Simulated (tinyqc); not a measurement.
Static constant against the gap: interband optics of a two-band s-p chain from momentum matrix elements.

H(k) = [[Es - 2 ts cos ka, 2i V sin ka], [-2i V sin ka, Ep_ + 2 tp cos ka]] in the basis s, p; the lower band is full, with two electrons a cell. The velocity operator times hbar is W = dH/dk (eV angstrom); intra-atomic dipoles are left out.

With w(k) = |<c|W|v>|^2 and D(k) = Ec - Ev, on the mesh k_j = (j + 1/2)/N (2 pi/a): eps(E) = 1 + (8 pi e2/(a Ar)) mean_j (w/D^2) [1/(D - E - i eta) + 1/(D + E + i eta)], e2 = e^2/(4 pi eps0); light polarised along the chains, no local fields.

Constants: e^2/(4 pi eps0) = 14.39964547 eV angstrom; hbar^2/2m0 = 3.80998211 eV angstrom^2.

Parameters, chosen for this exercise: a = 3.71 angstrom (period); Ep_ = -1.71 eV (lower orbital (p)); ts = 0.44 eV (s-s hopping); tp = 0.47 eV (p-p hopping); V = 1.17 eV (s-p hopping); Ar = 6.6 angstrom^2 (cross-section per chain).

Es takes the values listed; mesh of 400 points; the Penn-type estimate is 1 + 8 pi c e2 n_eff/(a Ar Dm^2) with Dm the f-weighted mean of D, f = w/(c D), n_eff = 2 mean(f), c = hbar^2/2m0.

Results:
```
Es (eV)  smallest D (eV)  Dm (eV)  n_eff  eps(0)  estimate
2.18               2.070    4.188  3.790  23.557    13.170
2.98               2.870    4.970  3.375  12.524     8.693
3.48               3.370    5.458  3.151   9.224     6.957
4.48               4.370    6.434  2.771   5.694     4.770
5.48               5.370    7.412  2.464   3.960     3.526
7.48               7.370    9.375  2.005   2.411     2.285
```

Give the missing row, Es (eV) = 2.48.

Computed row:
```
Es (eV)  smallest D (eV)  Dm (eV)  n_eff  eps(0)  estimate
2.48               2.370    4.482  3.626  18.112    11.165
```

eps(0) - 1 falls from 22.557 to 1.411, as Dm^-3.44; a fixed n_eff would give the power -2, and n_eff goes from 3.790 to 2.005. The single-gap estimate is low by 46.0 % of eps(0) - 1 in the first row and 9.0 % in the last, since 1/D^2 favours the smallest separations. n_eff need not equal the 2 electrons of the cell: a two-orbital basis with chosen hoppings does not obey the free-electron sum rule.

(tinyqc, `OMP_NUM_THREADS=1 python tinyqc.py 1682172 1682173 out.jsonl`, Intel(R) Xeon(R) Processor @ 2.30GHz, 1 thread, shared host, about 0.01 s.)
